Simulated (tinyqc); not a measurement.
Thermal, flicker and telegraph noise of a field-effect transistor: one step, computed by the program tinyqc.

Strong inversion, threshold roll-off and channel-length modulation left out; noise sources are uncorrelated and are given as one-sided spectral densities.

Problem. How many traps? Active traps per decade of time constant: N_dec = N_t k_B T W L lambda ln(10); a single trap at the interface shifts the threshold by e/(W L C_ox) and the current by g_m times that; tunnelling depth for frequency f, z = lambda ln(1/(2 pi f tau_0)), tau_0 = 1e-10 s.

Inputs (values chosen for the exercise, modelled on a high-k silicon transistor):
```
quantity                        value         unit
width W                           6.8   micrometre
length L                           67           nm
electrical oxide thickness t      1.8           nm
oxide trap density N_t        1.7e+18  1/(eV cm^3)
frequency f                       100           Hz
temperature T                     400            K
```

Operating region: saturation. Flicker model: number with correlated mobility.

tunnelling length lambda = 1.091155 angstrom

C_ox = 1.918407 microfarad/cm^2

g_m = 6704.903 microsiemens

drain current I = 868.5173 microampere

Constants: k_B = 8.617333262e-05 eV/K; e = 1.602176634e-19 C.

Give: traps per decade; threshold step of one trap; current step of one trap; depth probed at f.

Solution.

traps per decade = 6.708

threshold step of one trap = 0.01833 mV

current step of one trap = 0.01415 %

depth probed at f = 1.809 nm

With several traps per decade their Lorentzians merge into 1/f. Caution: the probed depth exceeds the electrical oxide thickness, so in a plain SiO2 film traps would exchange with the gate and the 1/f law flattens.
